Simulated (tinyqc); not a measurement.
# Worked calculation: lossy interposer transmission line with skin effect

Computed by the program tinyqc: `OMP_NUM_THREADS=1 python tinyqc.py 2810183 2810184 out.jsonl`, one thread of a shared Intel Xeon 2.30GHz, about 0.01 s for the whole run. Printed values are rounded.

A uniform line in a homogeneous dielectric: c = sqrt(er)/(c0 Z0), l = Z0 sqrt(er)/c0 (c0 = 299792458 m/s), g = w c td, w = 2 pi f. The resistance joins its limits as r = sqrt(r_dc^2 + r_hf^2), with r_dc = rho/(wd th), r_hf = kr rho/(2 delta (wd + th)), delta = sqrt(rho/(pi f mu0)), mu0 = 4 pi 1e-7 H/m; this is an interpolation, and internal inductance, up to 0.05 nH/mm at low frequency, is neglected.

Values chosen for this exercise: width of the strip wd = 3.8 um; thickness of the strip th = 1.5 um; resistivity rho = 1.8 uohm cm; relative permittivity er = 4.2; loss tangent td = 0.02; lossless impedance sqrt(l/c) Z0 = 40 ohm; factor for crowding and the return path kr = 2; length len = 14 mm; source resistance Rg = 100 ohm; load resistance RL = 100 ohm; load capacitance CL = 100 fF; frequency f = 0.45 GHz.

## Line constants

delta, r_dc, r_hf, r, l, c and g as defined.

delta = 3.18310 um
r_dc = 3.15789 ohm/mm
r_hf = 1.06696 ohm/mm
r = 3.33327 ohm/mm
l = 0.273441 nH/mm
c = 170.901 pF/m
g = 0.00966421 S/m

r is 1.06 times r_dc; the skin depth is 2.12 of the thickness.

## Propagation constant and impedance

gamma = sqrt((r + i w l)(g + i w c)) = alpha + i beta, Zc = sqrt((r + i w l)/(g + i w c)), roots with positive real part; loss 8.685889638 alpha in dB; phase velocity w/beta.

gamma len = 0.358628+0.442180i
Zc = 66.3971-51.6847i ohm
loss = 0.222500 dB/mm
phase velocity over c0 = 0.298607
r/(w l) = 4.31136

r exceeds w l, so the line behaves mainly as an RC line at this frequency.

## Reflection, input impedance and transfer

ZL = 1/(1/RL + i w CL); reflection (ZL - Zc)/(ZL + Zc); Zin = Zc (ZL + Zc tanh(gamma len))/(Zc + ZL tanh(gamma len)); H = V_load/V_source = [Zin/(Zin + Rg)]/[cosh(gamma len) + (Zc/ZL) sinh(gamma len)].

ZL = 99.9201-2.8252i ohm
reflection at the load = 0.095066+0.324931i
Zin = 98.5484-57.6538i ohm
H = 0.342810-0.168354i
|H| = -8.36059 dB
